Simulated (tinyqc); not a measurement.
# Thermoelectric coefficients with energy filtering, Landauer integrals: what changes with what

Bulk parabolic band, x = (E - Ec)/kB T, C = hbar^2/(2 m0), kB T in eV. Modes per area gv m kB T x/(4 pi C) times the back-scattering length l0 x^rr give the transport function s0 X(x), s0 = (2 q^2/h) gv m kB T l0/(4 pi C), X = x^(1 + rr), multiplied by tb for x < xb. I_k = int X (x - eta)^k w dx, w = 1/(4 cosh^2((x - eta)/2)).

Parameters, values chosen for the exercise:
- T = 700 K (temperature)
- m = 1.1 m0 (mass of one valley)
- gv = 2 (valleys)
- l0 = 1.3 nm (back-scattering length at x = 1)
- rr = 0.5 (energy exponent of that length)
- kL = 0.53 W/(m K) (lattice thermal conductivity)
- eta = 2.6 (reduced Fermi level (EF - Ec)/kB T)
- xb = 3.7 (barrier height over kB T, above Ec)
- tb = 0.05 (share of the transport function left below the barrier)

Constants: q = 1.602176634e-19 C, kB = 1.380649e-23 J/K, hbar = 1.054571817e-34 J s, h = 6.62607015e-34 J s, m0 = 9.1093837015e-31 kg, Vt = kB T/q, hbar^2/(2 m0) = 0.0380998212 eV nm^2. Results are converted to the units shown.

Each table varies one quantity; the others keep the values above.

## Effect of the Fermi level

sigma = s0 I_0, S = -(kB/q) I_1/I_0, Lorenz number L = (kB/q)^2 [I_2/I_0 - (I_1/I_0)^2], kappa_e = L sigma T. Power factor S^2 sigma, ZT = S^2 sigma T/(kappa_e + kL). The integrals are converged.

Effect of the Fermi level:

| eta | sigma (S/cm) | S (uV/K) | kappa_e (W/(m K)) | power factor (mW/(m K^2)) | ZT |
|---|---|---|---|---|---|
| -1.3 | 23.030 | -504.75 | 0.033107 | 0.58676 | 0.72940 |
| -0.5 | 50.087 | -440.74 | 0.068663 | 0.97295 | 1.1376 |
| 0.3 | 107.06 | -379.64 | 0.13611 | 1.5430 | 1.6215 |
| 1.1 | 223.30 | -321.25 | 0.25852 | 2.3045 | 2.0458 |
| 1.9 | 449.31 | -264.89 | 0.48010 | 3.1527 | 2.1848 |
| 2.7 | 852.04 | -211.24 | 0.88457 | 3.8019 | 1.8814 |
| 3.5 | 1472.8 | -163.19 | 1.5882 | 3.9223 | 1.2962 |
| 4.3 | 2268.6 | -124.38 | 2.6699 | 3.5098 | 0.76780 |
| 5.1 | 3140.4 | -96.335 | 4.0886 | 2.9144 | 0.44171 |
| 5.9 | 4025.9 | -77.569 | 5.7114 | 2.4224 | 0.27168 |
| 6.7 | 4919.6 | -65.233 | 7.4186 | 2.0935 | 0.18436 |

What does the table show?

sigma rises from 23.0 to 4920 S/cm, and S rises from -505 to -65.2 uV/K. Among the rows the power factor is largest at eta = 3.5 and ZT, 2.18, at eta = 1.9, where S = -265 uV/K. ZT peaks at a lower eta than the power factor because kappa_e grows with sigma.

## Effect of the barrier height

Same model as above.

Results:

| xb | sigma (S/cm) | S (uV/K) | kappa_e (W/(m K)) | power factor (mW/(m K^2)) | ZT |
|---|---|---|---|---|---|
| 0 | 1401.2 | -126.18 | 2.0417 | 2.2311 | 0.60729 |
| 0.8 | 1395.0 | -127.53 | 2.0021 | 2.2687 | 0.62718 |
| 1.6 | 1348.3 | -135.84 | 1.8061 | 2.4880 | 0.74549 |
| 2.5 | 1184.8 | -160.34 | 1.3901 | 3.0462 | 1.1105 |
| 3.3 | 932.23 | -196.33 | 0.98681 | 3.5933 | 1.6583 |
| 4.1 | 652.83 | -239.96 | 0.68885 | 3.7591 | 2.1589 |
| 4.9 | 424.43 | -281.97 | 0.53270 | 3.3746 | 2.2229 |
| 6.6 | 170.82 | -317.02 | 0.47856 | 1.7168 | 1.1915 |

Estimate the missing row, xb = 5.8.

Computed row:

| xb | sigma (S/cm) | S (uV/K) | kappa_e (W/(m K)) | power factor (mW/(m K^2)) | ZT |
|---|---|---|---|---|---|
| 5.8 | 256.54 | -313.67 | 0.48130 | 2.5242 | 1.7472 |

With this row back in the table: sigma falls from 1400 to 171 S/cm, |S| rises from 126 to 317 uV/K, and the power factor goes from 2.23 through a maximum of 3.76 (at xb = 4.1 among the rows listed) to 1.72 mW/(m K^2). Without a barrier the power factor at this eta = 2.6 is 2.23; the best row is 1.68 times that. States below the Fermi level add to sigma but subtract from |S|, and the barrier removes them.

Range of the model: Parabolic bands, elastic scattering and a fixed kL make these model figures, not those of a material.

tinyqc, about 0.02 s, one thread, Intel Xeon 2.30GHz (shared host): `OMP_NUM_THREADS=1 python tinyqc.py 2800029 2800030 out.jsonl`
